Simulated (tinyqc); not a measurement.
Inside a calculation. Model: resistance of a source-drain extension with a graded tip.

Numbers from tinyqc (`OMP_NUM_THREADS=1 python tinyqc.py 2282004 2282005 out.jsonl`; about 0.06 s on one thread of a shared Intel Xeon 2.30GHz). Printed values are rounded.

y runs along the channel, the gate covers y > 0. The doping is N0 for y < y0 and N0 10^(-(y - y0)/la) beyond, uniform over the depth xj. Sheet conductance s(y) = q mu(N) max(N - Nch, 0) xj + (for y > 0) ma Cox Vo, with mu(N) = u0 + (u1 - u0)/(1 + (N/Nr)^au) and Cox = eps0 eox/tox. Current is taken as one-dimensional; depletion of the tip, spreading and the contact are left out. The metallurgical junction lies at yj, where N = Nch.

Inputs (values chosen for the exercise); mobility law close to that of holes in silicon:

| symbol | value | unit | meaning |
|---|---|---|---|
| eox | 3.9 |  | relative permittivity of the gate insulator (close to silicon dioxide) |
| tox | 2.3 | nm | insulator thickness |
| N0 | 1.1e20 | cm^-3 | active doping of the extension far from the gate |
| la | 2.5 | nm/decade | lateral abruptness |
| y0 | 0.9 | nm | position under the gate where the fall begins (gate edge at 0) |
| xj | 16 | nm | depth of the extension |
| Nch | 2e18 | cm^-3 | channel doping |
| Vo | 0.38 | V | gate overdrive |
| ma | 52 | cm^2/(V s) | mobility of the gate-induced layer |
| u1 | 470.5 | cm^2/(V s) | mobility at low doping |
| u0 | 44.9 | cm^2/(V s) | mobility at high doping |
| Nr | 2.23e17 | cm^-3 | reference doping |
| au | 0.719 |  | exponent |
| Lg | 60 | nm | gate length |

Constants: q = 1.602176634e-19 C, eps0 = 8.8541878128e-14 F/cm where lengths are in cm. Results are converted to the units shown.

## Sheet resistances and junction position

yj = y0 + la log10(N0/Nch); sheet resistance of the full extension 1/[q mu(N0)(N0 - Nch) xj] and of the gate-induced layer 1/(ma Cox Vo); metallurgical length Lg - 2 yj; ye is where the doped and the gate-induced conductances are equal.

yj = 5.250907 nm
sheet resistance of the extension = 725.7119 ohm/square
sheet resistance of the induced layer = 33707.58 ohm/square
metallurgical length = 49.49819 nm
ye = 4.755226 nm
N at ye = 3.157201e18 cm^-3

The gate takes over 0.496 nm before the junction, where N is still 1.58 times the channel doping.

## Resistance of the overlapped part

Midpoint rule on 10 equal steps from 0 to yj: R_ov = sum h/s(y), per width.

```
point     y (nm)    N (cm^-3)  doped conductance (uS)  sheet resistance (ohm/square)
0      0.2625453       1.1e20                1377.957                       710.4169
1      0.7876360       1.1e20                1377.957                       710.4169
2       1.312727  7.521458e19                962.4427                       1007.953
3       1.837817  4.637306e19                612.8481                       1556.384
4       2.362908  2.859101e19                391.9486                       2371.829
5       2.887999  1.762760e19                250.4699                       3569.685
6       3.413089  1.086818e19                157.8330                       5333.335
7       3.938180  6.700708e18                94.97313                       8023.104
8       4.463271  4.131278e18                49.92421                       12564.21
9       4.988361  2.547113e18                15.12567                       22325.12
```

R_ov = 30.546 ohm um

The exact integral is 31.191 ohm um; the coarse sum is 2.1 % below it.
